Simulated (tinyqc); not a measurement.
Atomic layer deposition: Langmuir saturation, growth per cycle and coating of deep features: one step, computed by the program tinyqc. Command: `OMP_NUM_THREADS=1 python tinyqc.py 3002169 3002170 out.jsonl ald walk`. One thread of a shared host (Intel(R) Xeon(R) Processor @ 2.30GHz), about 0.02 s of CPU time with the checks.

Precursor A sticks only on free sites, so a long enough pulse saturates; co-reactant B then frees the sites again.

Task: Exposure for a deep feature. Diffusion-limited filling (Gordon) of a round hole of diameter w: a saturation front at depth z needs dz/dt = D_K n/(z (4q/w)), with Knudsen D_K = w c/3 and F = n c/4; including the entrance and floor terms, t = (q/F)(1 + 19a/4 + 3a^2/2). Reaction-limited filling needs ln(100)/k_a at any depth, k_a = beta F/q. Flow is molecular. The front picture holds when the modulus a sqrt(beta) is well above 1. Depth reached by the given pulse: solve the same formula for a. Exposure = p x diffusion-limited time; 1 langmuir = 1.33322e-4 Pa s.

Inputs (values chosen for the exercise, modelled on silicon dioxide from an aminosilane and ozone):

| quantity | value | unit |
|---|---|---|
| site density q | 2.5 | 1/nm^2 |
| sticking probability beta on free sites | 0.0017 | - |
| precursor pressure p | 1.5 | Pa |
| temperature T | 275 | C |
| pulse time t | 0.4 | s |
| aspect ratio a | 10 | - |

Feature: round hole.

flux F = 12797.08 1/(nm^2 s)

Give: diffusion-limited time; exposure; modulus; aspect ratio reached by the front in time t.

Result:

diffusion-limited time = 0.03878 s

exposure = 436.3 langmuir

modulus = 0.4123

aspect ratio reached by the front in time t = 35.39

Caution: the modulus is not well above 1 or the Gordon time is under three times ln(100)/k_a, so there is no sharp front: the Gordon time is only a lower bound and the reaction time must be met as well. Caution: the pulse is shorter than ln(100)/k_a, so even the open surface is not saturated and the depth reached has no meaning. Caution: the depth reached is formal here: it is under 2/sqrt(beta), so no sharp front has formed.
